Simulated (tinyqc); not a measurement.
# From one set of inputs to another, one input at a time

Model: gas flow in a process chamber: flow regimes, conductance, effective pumping speed, pump-down, outgassing and purge. Computed by tinyqc, a small Python program. Command: `OMP_NUM_THREADS=1 python tinyqc.py 3120081 3120082 out.jsonl pump ladder`. One thread of a shared host (Intel(R) Xeon(R) Processor @ 2.30GHz), about 0.01 s of CPU time with the checks.

Ideal gas, isothermal flow, a pump of constant speed at the end of a round pipe; process gas, volume gas and outgassing are given the same properties. 1 sccm = 101325 Pa x 1e-6 m^3/60 s x T/273.15 K.

The inputs printed are set A. Set A is modelled on nitrogen near room temperature; the values taken over come from a set modelled on hydrogen near room temperature. Inputs not listed in the table keep their values of set A, so the rows need not describe a real material.

Inputs (values chosen for the exercise, modelled on nitrogen near room temperature): molar mass M = 28.01 g/mol; molecular diameter = 0.37 nm; viscosity eta = 17.8 micropascal s; temperature T = 300 K; chamber volume V = 5.2 L; pipe diameter d = 10 cm; pipe length l = 170 cm; pump speed S = 120 L/s; process gas flow = 780 sccm.

Constants: k_B = 1.380649e-23 J/K; u = 1.6605390666e-27 kg.

Method:
- Mean speed c = sqrt(8 k_B T/(pi m)); aperture conductance C_a = c pi d^2/16; molecular pipe C_m = C_a/(1 + 3 l/(4 d)) (Dushman form); viscous pipe C_v = pi d^4 p_mean/(128 eta l); Knudsen interpolation C = C_v + C_m (1 + x)/(1 + 1.24 x), x = d p_mean sqrt(m/(k_B T))/eta.
- Effective speed 1/S_eff = 1/S + 1/C_m; time constant V/S_eff; pressure at which the free path k_B T/(sqrt2 pi d_m^2 p) equals d.
- Steady flow: the pump inlet is at p_2 = Q/S, and the chamber pressure p_1 solves Q = C((p_1 + p_2)/2) (p_1 - p_2). Residence time = p_1 V/Q.
- Knudsen number = free path at the mean pressure over d.

Each row keeps all changes above it:
```
input moved               from     to  chamber pressure p_1 (Pa)  S_eff in molecular flow (L/s)  residence time (s)
set A                        -      -                     13.387                         43.405              0.0481
process gas flow (sccm)    780    680                     11.823                         43.405              0.0487
chamber volume V (L)       5.2    250                     11.823                         43.405              2.3436
pipe diameter d (cm)        10    6.3                     17.125                         15.253              3.3946
pump speed S (L/s)         120    160                     15.575                         15.753              3.0872
pipe length l (cm)         170     38                     10.102                         47.316              2.0024
molar mass M (g/mol)     28.01  2.016                      9.672                         97.625              1.9171
```

Which inputs carry the difference?

Chamber pressure p_1 goes from 13.4 to 9.67, a factor 0.722 in all. The largest single move comes from pipe length l (a factor 0.649), and pipe diameter d works against it (a factor 1.45). S_eff in molecular flow goes from 43.4 to 97.6, a factor 2.25 in all. The largest single move comes from pipe length l (a factor 3.00), and pipe diameter d works against it (a factor 0.351). Residence time goes from 0.0481 to 1.92, a factor 39.8 in all. The largest single move comes from chamber volume V (a factor 48.1), and pipe length l works against it (a factor 0.649). The single moves hold for this order of the switches; the total does not depend on the order.

Extremes, crossings and ranges named in words are read from the listed rows.
